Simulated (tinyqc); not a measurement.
# Electron mobility in a silicon inversion layer, empirical terms and Matthiessen rule: several studies

Inversion layer of sheet density Ns on a uniformly doped body, under a high-permittivity gate with an interlayer. The mobility terms are empirical power laws with prefactors chosen for the exercise; adding their inverses (Matthiessen) is itself an approximation.

Inputs (values chosen for the exercise); material values close to those of silicon:
- T = 300 K (temperature)
- Eg = 1.12 eV (band gap)
- eps_r = 11.6 (relative permittivity of the semiconductor)
- Nc = 2.83e19 cm^-3 (conduction-band density of states at T)
- Nv = 2.62e19 cm^-3 (valence-band density of states at T)
- Nb = 2.5e17 cm^-3 (body doping)
- Vsb = 1 V (reverse body bias)
- eta = 0.5 (weight of the inversion charge in the effective field)
- Ap = 385 cm^2/(V s) (phonon-limited mobility at 1 MV/cm and 300 K)
- As = 948 cm^2/(V s) (roughness-limited mobility at 1 MV/cm)
- gs = 2 (exponent of the roughness term)
- Ac = 1900 cm^2/(V s) (Coulomb prefactor)
- Nit = 2.9e11 cm^-2 (charge at the interface)
- Ar = 240 cm^2/(V s) (remote-phonon mobility without interlayer)
- ti = 0.8 nm (interlayer thickness)
- lr = 0.7 nm (decay length of remote phonons)
- Ns = 9.7e11 cm^-2 (inversion density)

Constants: q = 1.602176634e-19 C, kB = 1.380649e-23 J/K, Vt = kB T/q, eps0 = 8.8541878128e-14 F/cm where lengths are in cm. Results are converted to the units shown.

Each table varies one quantity; the others keep the values above.

## Effect of the reverse body bias

ni = sqrt(Nc Nv) exp(-Eg/(2 Vt)), Eg in volts; Ndep = sqrt(2 eps0 eps_r Nb (2 Vt ln(Nb/ni) + Vsb)/q); E = q (Ndep + eta Ns)/(eps0 eps_r), in MV/cm. With t = T/(300 K): muC = Ac (Ns/1e12 cm^-2) t/(Nb/1e17 cm^-3 + Nit/1e11 cm^-2), muP = Ap E^(-1/3) t^(-1.75), muS = As E^(-gs), muR = Ar exp(2 ti/lr)/t; 1/mu is the sum of the inverses.

The same in every row: muC (cm^2/(V s)) = 341.3; muR (cm^2/(V s)) = 2360.

Result of one run:
```
Vsb (V),E (MV/cm),muP (cm^2/(V s)),muS (cm^2/(V s)),mu (cm^2/(V s))
0.4,0.3913,526.4,6191,184.7
```

What becomes of these results when the reverse body bias Vsb is changed from 0.4 to 0.8 V, all else the same?

Result of the changed run:
```
Vsb (V),E (MV/cm),muP (cm^2/(V s)),muS (cm^2/(V s)),mu (cm^2/(V s))
0.8,0.4374,507.2,4956,180.9
```

The whole series:
```
Vsb (V),E (MV/cm),muP (cm^2/(V s)),muS (cm^2/(V s)),mu (cm^2/(V s))
0,0.3373,553.1,8334,189.3
0.4,0.3913,526.4,6191,184.7
0.8,0.4374,507.2,4956,180.9
1.2,0.4782,492.3,4146,177.7
1.6,0.5152,480.2,3571,174.9
2,0.5494,470.1,3141,172.4
2.4,0.5813,461.3,2806,170.1
```

As Vsb goes from 0 to 2.4 V, E rises from 0.337 to 0.581 MV/cm and mu falls from 189 to 170 cm^2/(V s). The Coulomb term is the smallest in the first and the last row.

## Effect of the interlayer thickness

Same model as above.

The same in every row: E (MV/cm) = 0.4583; muC (cm^2/(V s)) = 341.3; muP (cm^2/(V s)) = 499.3; muS (cm^2/(V s)) = 4513.

Result of one run:
```
ti (nm),muR (cm^2/(V s)),mu (cm^2/(V s))
0.8,2360,179.3
```

What becomes of these results when the interlayer thickness ti is changed from 0.8 to 1.6 nm, all else the same?

Result of the changed run:
```
ti (nm),muR (cm^2/(V s)),mu (cm^2/(V s))
1.6,2.320e4,192.4
```

The whole series:
```
ti (nm),muR (cm^2/(V s)),mu (cm^2/(V s))
0.2,425.0,133.2
0.4,752.6,154.2
0.6,1333,169.4
0.8,2360,179.3
1,4179,185.4
1.2,7400,189.1
1.4,1.310e4,191.2
1.6,2.320e4,192.4
1.8,4.109e4,193.1
```

As ti goes from 0.2 to 1.8 nm, E stays at 0.458 MV/cm and mu rises from 133 to 193 cm^2/(V s). The Coulomb term is the smallest in the first and the last row.

## Effect of the inversion density

Same model as above.

The same in every row: muR (cm^2/(V s)) = 2360.

Effect of the inversion density:
```
Ns (cm^-2),E (MV/cm),muC (cm^2/(V s)),muP (cm^2/(V s)),muS (cm^2/(V s)),mu (cm^2/(V s))
2e11,0.3983,70.37,523.3,5977,59.84
3.6e11,0.4107,126.7,517.9,5619,95.90
6.3e11,0.4318,221.7,509.4,5084,140.9
1.1e12,0.4685,387.0,495.7,4320,190.2
2e12,0.5387,703.7,473.2,3267,234.5
3.6e12,0.6635,1267,441.4,2154,253.6
6.3e12,0.8740,2217,402.7,1241,240.1
1.1e13,1.241,3870,358.3,615.9,196.2
2e13,1.943,7037,308.6,251.2,128.4
```

As Ns goes from 2e11 to 2e13 cm^-2, E rises from 0.398 to 1.94 MV/cm and mu goes from 59.8 through a maximum of 254 (at Ns = 3.6e12 cm^-2 among the rows listed) to 128 cm^2/(V s). The smallest term is the Coulomb one in the first row and the roughness one in the last. Screening lifts the Coulomb term as Ns grows while the field presses the carriers to the interface, hence the maximum. At Ns = 2e13 cm^-2 E passes 1.5 MV/cm, beyond the usual range of such laws.

Numbers from tinyqc (`OMP_NUM_THREADS=1 python tinyqc.py 2510132 2510133 out.jsonl`; about 0.01 s on one thread of a shared Intel Xeon 2.30GHz).
